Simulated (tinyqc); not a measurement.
# Segment and feed resistance from two drops

Problem. A rail is fed at one end through Rq; K loads of Ij follow, each after a segment Rs. The drop at load j is K Ij Rq + Rs Ij sum_(l=1..j) (K - l + 1). Find Rs, Rq and the worst drop, at the middle, if the rail were fed through Rq at both ends: K Ij Rq/2 + Rs Ij K^2/8 with the load taken as continuous.

Parameters, values chosen for the exercise:
```
symbol,value,unit,meaning
K,28,,number of equal loads
Ij,2.8,mA,current of each load
```

drops at the first and at the last load (mV): [36.848000, 259.11200]

Solution. The difference of the two drops is Rs Ij K (K - 1)/2, which gives Rs; the first drop then gives Rq.

Rs = 0.2100 ohm
Rq = 0.2600 ohm
drop at the middle with two feeds = 67.82 mV

Computed by the program tinyqc: `OMP_NUM_THREADS=1 python tinyqc.py 2770144 2770145 out.jsonl`, one thread of a shared Intel Xeon 2.30GHz, about 0.07 s for the whole run.
